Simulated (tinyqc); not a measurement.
Hole subbands of a hard-walled well, four-band Luttinger model: one step. Levels and mixing. Four cases, with inputs chosen for the exercise.

Task: Diagonalise; give the four lowest hole energies and the weight of the heavy component (the first half of the basis) in each.

Give: levels; heavy weight.

Case 1.

H(k) (meV):
```
          h1        h2        l1        l2
h1  153.2255         0   49.2597   84.8205
h2         0  181.6608  -84.8205   49.2597
l1   49.2597  -84.8205  101.2753         0
l2   84.8205   49.2597         0  447.4406
```

Result:

levels (meV): 32.71  129.72  243.37  477.80

heavy weight: 0.331  0.903  0.678  0.088

The most mixed of the four is number 1, with 33 % heavy character. Against 60 sines these levels lie 7.4, 36.9, 92.8 and 298.4 meV too high: the small basis is not converged.

Case 2.

H(k) (meV):
```
          h1        h2         h3        l1         l2        l3
h1  151.6355         0          0   78.1002    87.5936         0
h2         0  170.3287          0  -87.5936    78.1002  157.6684
h3         0         0   201.4840         0  -157.6684   78.1002
l1   78.1002  -87.5936          0  135.0431          0         0
l2   87.5936   78.1002  -157.6684         0   363.9418         0
l3         0  157.6684    78.1002         0          0  745.4397
```

Result:

levels (meV): 20.75  56.72  148.52  254.42

heavy weight: 0.482  0.717  0.916  0.511

The most mixed of the four is number 4, with 51 % heavy character. Against 60 sines these levels lie 0.9, 15.3, 69.8 and 134.7 meV too high: the small basis is not converged.

Case 3.

H(k) (meV):
```
         h1        h2         h3        l1         l2        l3
h1  26.7495         0          0   24.7694    58.0015         0
h2        0   52.3394          0  -58.0015    24.7694  104.4028
h3        0         0    94.9893         0  -104.4028   24.7694
l1  24.7694  -58.0015          0  151.4774          0         0
l2  58.0015   24.7694  -104.4028         0   466.7457         0
l3        0  104.4028    24.7694         0          0  992.1927
```

Result:

levels (meV): 7.82  19.52  71.37  179.44

heavy weight: 0.866  0.922  0.957  0.164

The most mixed of the four is number 4, with 16 % heavy character. Against 60 sines these levels lie 0.4, 1.0, 14.4 and 75.2 meV too high: the small basis is not converged.

Case 4.

H(k) (meV):
```
        h1       h2        h3        h4       l1        l2        l3        l4
h1  8.0139        0         0         0   2.7394    6.3050         0    2.5220
h2       0  14.9022         0         0  -6.3050    2.7394   11.3489         0
h3       0        0   26.3826         0        0  -11.3489    2.7394   16.2127
h4       0        0         0   42.4552  -2.5220         0  -16.2127    2.7394
l1  2.7394  -6.3050         0   -2.5220  13.1290         0         0         0
l2  6.3050   2.7394  -11.3489         0        0   43.5920         0         0
l3       0  11.3489    2.7394  -16.2127        0         0   94.3638         0
l4  2.5220        0   16.2127    2.7394        0         0         0  165.4442
```

Result:

levels (meV): 5.03  8.08  19.16  19.70

heavy weight: 0.691  0.758  0.493  0.850

The most mixed of the four is number 3, with 49 % heavy character. Against 60 sines these levels lie 0.0, 0.1, 0.1 and 0.1 meV too high.

Computed by tinyqc, one run a case: `OMP_NUM_THREADS=1 python tinyqc.py N N+1 out.jsonl` with N = 1251091, 1251179, 1251335, 1251518; one thread of a shared Intel(R) Xeon(R) Processor @ 2.30GHz, about 0.4 s a run at most.
